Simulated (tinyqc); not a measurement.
# Trap density and cross-section from the conductance peak

Problem. For a continuum of interface traps on an n-type substrate Gp/w peaks at 2 pi f tau = 1.9803 with the height 0.40237 q Dit, and tau = 1/(sn vth Nd exp(psi/Vt)) with psi = ps. Find Dit, tau and sn.

Parameters, values chosen for the exercise: temperature T = 300 K; donor density Nd = 3.4e17 cm^-3; band bending psi ps = -0.258 V; thermal velocity vth = 1.9e7 cm/s.

Constants: q = 1.602176634e-19 C, kB = 1.380649e-23 J/K, Vt = kB T/q. Results are converted to the units shown.

peak Gp/w = 2.4497377 nF/cm^2
frequency of the peak = 17919.587 Hz

Solution. The height gives Dit, the position tau, and tau with the surface density gives sn.

Dit = 3.800e10 cm^-2 eV^-1
tau = 1.759e-5 s
sn = 1.900e-16 cm^2

Computed by the program tinyqc: `OMP_NUM_THREADS=1 python tinyqc.py 2030095 2030096 out.jsonl`, one thread of a shared Intel Xeon 2.30GHz, about 0.01 s for the whole run.
